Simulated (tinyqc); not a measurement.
From results back to parameters: valley splitting in a one-orbital chain of atomic planes (second-neighbour model). Three cases, with inputs chosen for the exercise.

Problem. For E(phi) = e0 + 2 v cos(phi) + 2 u cos(2 phi) with u, v > 0 and planes a/4 apart, the heights of the band at phi = 0 and phi = pi above its minimum were computed from hidden u and v; c = hbar^2/2m0.

Constants: hbar^2/2m0 = 3.80998211 eV angstrom^2.

Find: u, v; phi0; mass at the minimum.

Method. E - Emin = 4u (cos(phi) + v/(4u))^2. The difference of the two heights is 4v, and for v < 4u the sum of their square roots is 4 sqrt(u). The mass is (2c)/((a/4)^2 (8u - v^2/(2u))).

Case 1.

Values chosen (out of a larger set: near those of the Delta valleys of silicon; abrupt walls in this chain split the valleys several times more than measured wells; not measured data): a = 5.425 angstrom (lattice constant; planes lie a/4 apart).

E(0) - Emin = 3.722618 eV
E(pi) - Emin = 1.206618 eV

Solution.

u, v (eV): 0.573  0.629

phi0 = 1.8488 rad
mass at the minimum = 0.977 m0

Case 2.

Values chosen (out of a larger set: near those of the Delta valleys of silicon; abrupt walls in this chain split the valleys several times more than measured wells; not measured data): a = 5.437 angstrom (lattice constant; planes lie a/4 apart).

E(0) - Emin = 4.362287 eV
E(pi) - Emin = 1.274287 eV

Solution.

u, v (eV): 0.647  0.772

phi0 = 1.8737 rad
mass at the minimum = 0.875 m0

Case 3.

Values chosen (out of a larger set: near those of the Delta valleys of silicon; abrupt walls in this chain split the valleys several times more than measured wells; not measured data): a = 5.431 angstrom (lattice constant; planes lie a/4 apart).

E(0) - Emin = 3.377238 eV
E(pi) - Emin = 1.329238 eV

Solution.

u, v (eV): 0.559  0.512

phi0 = 1.8018 rad
mass at the minimum = 0.975 m0

Computed by tinyqc, one run a case: `OMP_NUM_THREADS=1 python tinyqc.py N N+1 out.jsonl` with N = 1481276, 1481278, 1481303; one thread of a shared Intel(R) Xeon(R) Processor @ 2.30GHz, about 0.02 s a run at most.
